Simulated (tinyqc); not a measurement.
Across the gap: metal-induced gap states at the contact of a metal chain and a two-band chain.

The semiconductor alternates sites A at -Eg/2 and C at +Eg/2 with hopping -t; the gap runs from -Eg/2 to Eg/2. In the gap cosh(q a) = 1 + (Eg^2/4 - E^2)/(2 t^2) and the amplitude changes by -exp(-q a) a period. The metal has site energy 0 and hopping -tm; its end site has g_m = (E - i sqrt(4 tm^2 - E^2))/(2 tm^2). Sites 1, 2, ... count into the semiconductor, with energies e1, e2 alternating. The clean half chain has g1 = 1/(E - e1 - t^2 g2), g2 = 1/(E - e2 - t^2 g1), decaying root. With the contact G11 = 1/(1/g1 - tc^2 g_m), and the density on site j is -Im G_jj/pi = |psi_j/psi_1|^2 (-Im G11/pi), per spin, with psi_2/psi_1 = -t g2, psi_3/psi_2 = -t g1.

Parameters, chosen for this exercise (gap and optical dielectric constant near those of SiO2; the chain itself is a model; not measured data):
```
symbol  value  unit      meaning
Eg      8.67   eV        gap
t       2.13   eV        hopping in the semiconductor
tm      3.47   eV        hopping in the metal
tc      2.75   eV        hopping across the contact
end     A                site that touches the metal
a       3.1    angstrom  period (two sites); one chain for each area a^2
```

E = f Eg. Share on C: the part of the summed density that lies on C sites, whose orbitals make the conduction edge.

Gap states:
```
f      E (eV)  xi = 1/(2q) (angstrom)  D1 (1/eV)  D2 (1/eV)  sum (1/eV)  share on C
-0.48  -4.162                    2.76     0.0931     0.0011      0.1394       0.011
-0.40  -3.468                    1.34     0.0660     0.0023      0.0758       0.034
-0.30  -2.601                    1.04     0.0479     0.0027      0.0533       0.053
-0.15  -1.300                    0.90     0.0318     0.0031      0.0360       0.088
0.00    0.000                    0.87     0.0218     0.0036      0.0262       0.143
0.15    1.300                    0.90     0.0147     0.0049      0.0203       0.249
0.30    2.601                    1.04     0.0091     0.0083      0.0183       0.475
0.40    3.468                    1.34     0.0055     0.0155      0.0233       0.739
0.48    4.162                    2.76     0.0016     0.0452      0.0693       0.965
```

What does the comparison show, and why?

The decay length xi of the density is shortest at mid-gap, 0.87 angstrom, and grows to 2.8 near the edges. The summed density is least at f = 0.3 (0.0183) and largest at f = -0.48 (0.1394 1/eV). The share on C goes from 0.01 to 0.97 and passes one half near f = +0.310, a point that depends on which site ends the chain. The states turn from valence-like to conduction-like across the gap; the branch point, where the decay is fastest, lies at mid-gap in this symmetric chain and is the usual estimate of the neutrality level.

(tinyqc, `OMP_NUM_THREADS=1 python tinyqc.py 1452352 1452353 out.jsonl`, Intel(R) Xeon(R) Processor @ 2.30GHz, 1 thread, shared host, about 0.01 s.)
